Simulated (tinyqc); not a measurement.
Number of periods: periodic multilayer mirror for extreme ultraviolet light.

s polarisation, vacuum above. q_j = sqrt(N_j^2 - sin^2 theta); interface r_jk = (q_j - q_k)/(q_j + q_k) exp(-2 (2 pi/lam)^2 q_j q_k sg^2) (Nevot-Croce; sg = 0 if not given); phase factor of a layer x_j = exp(4 pi i q_j d_j/lam). Each period has the spacer (thickness (1 - Gm) L) on top of the absorber (Gm L). In this recursion R is the amplitude; R in tables and results is the reflectance, its squared modulus. The substrate is of the spacer material. Starting with R = 0 in it, each interface upward gives R -> (r + R x)/(1 + r R x), x that of the layer below the interface (1 for the substrate).

Parameters, chosen for this exercise (optical constants near those of Mo and Si at 13.5 nm; shifted at random, so the results belong to these values and not to a real crystal):
- lam = 13.5 nm (wavelength)
- dA = (0.0783, 0.00632) (delta and beta of the absorber, N = 1 - delta + i beta)
- dS = (0.001, 0.00187) (delta and beta of the spacer and the substrate)
- L = 6.93 nm (period)
- Gm = 0.5 (absorber share of the period)
- theta = 0 degrees (angle from the normal)
- sg = 0.3 nm (interface roughness)

The last column sets both beta to zero.

Reflectance:

| periods | R | R without absorption |
|---|---|---|
| 5 | 0.118 | 0.134 |
| 10 | 0.329 | 0.406 |
| 15 | 0.496 | 0.644 |
| 20 | 0.598 | 0.801 |
| 30 | 0.684 | 0.942 |
| 40 | 0.707 | 0.984 |
| 50 | 0.714 | 0.995 |
| 60 | 0.715 | 0.999 |
| 80 | 0.716 | 1.000 |
| 100 | 0.716 | 1.000 |

What does the comparison show, and why?

R reaches 0.707 at 40 periods and 0.716 at 100; it stays within 0.01 of the last value from 40 periods on. Without absorption the last value is 1.000: absorption, not the count of layers, caps the mirror, and the roughness, which weakens each reflection, lowers that cap further.

Computed by tinyqc, a small Python program: `OMP_NUM_THREADS=1 python tinyqc.py 1650510 1650511 out.jsonl` (the numbers bound the seed that draws the inputs); one thread of a shared host (Intel(R) Xeon(R) Processor @ 2.30GHz), about 0.01 s for the whole set of steps.
